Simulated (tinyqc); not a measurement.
# Lossy on-chip transmission line with skin effect, step by step

Program tinyqc, `OMP_NUM_THREADS=1 python tinyqc.py 2810162 2810163 out.jsonl`; Intel Xeon 2.30GHz, shared host, one thread, about 0.01 s. Printed values are rounded.

A uniform line in a homogeneous dielectric: c = sqrt(er)/(c0 Z0), l = Z0 sqrt(er)/c0 (c0 = 299792458 m/s), g = w c td, w = 2 pi f. The resistance joins its limits as r = sqrt(r_dc^2 + r_hf^2), with r_dc = rho/(wd th), r_hf = kr rho/(2 delta (wd + th)), delta = sqrt(rho/(pi f mu0)), mu0 = 4 pi 1e-7 H/m; this is an interpolation, and internal inductance, up to 0.05 nH/mm at low frequency, is neglected.

Inputs (values chosen for the exercise): width of the strip wd = 1.4 um; thickness of the strip th = 0.76 um; resistivity rho = 2 uohm cm; relative permittivity er = 3.9; loss tangent td = 0; lossless impedance sqrt(l/c) Z0 = 50 ohm; factor for crowding and the return path kr = 2; length len = 0.74 mm; source resistance Rg = 25 ohm; load resistance RL = 1e5 ohm; load capacitance CL = 100 fF; frequency f = 3.7 GHz.

## Line constants

delta, r_dc, r_hf, r, l, c and g as defined.

delta = 1.17013 um
r_dc = 18.7970 ohm/mm
r_hf = 7.91301 ohm/mm
r = 20.3947 ohm/mm
l = 0.329368 nH/mm
c = 131.747 pF/m
g = 0 S/m

r is 1.08 times r_dc; the skin depth is 1.54 of the thickness.

## Propagation constant and impedance

gamma = sqrt((r + i w l)(g + i w c)) = alpha + i beta, Zc = sqrt((r + i w l)/(g + i w c)), roots with positive real part; loss 8.685889638 alpha in dB; phase velocity w/beta.

gamma len = 0.108846+0.157130i
Zc = 69.3275-48.0240i ohm
loss = 1.27760 dB/mm
phase velocity over c0 = 0.365201
r/(w l) = 2.66351

r exceeds w l, so the line behaves mainly as an RC line at this frequency.

## Reflection, input impedance and transfer

ZL = 1/(1/RL + i w CL); reflection (ZL - Zc)/(ZL + Zc); Zin = Zc (ZL + Zc tanh(gamma len))/(Zc + ZL tanh(gamma len)); H = V_load/V_source = [Zin/(Zin + Rg)]/[cosh(gamma len) + (Zc/ZL) sinh(gamma len)].

ZL = 1.850-430.141i ohm
reflection at the load = 0.761258-0.254435i
Zin = 9.386-214.532i ohm
H = 0.992522-0.168598i
|H| = 0.0583478 dB
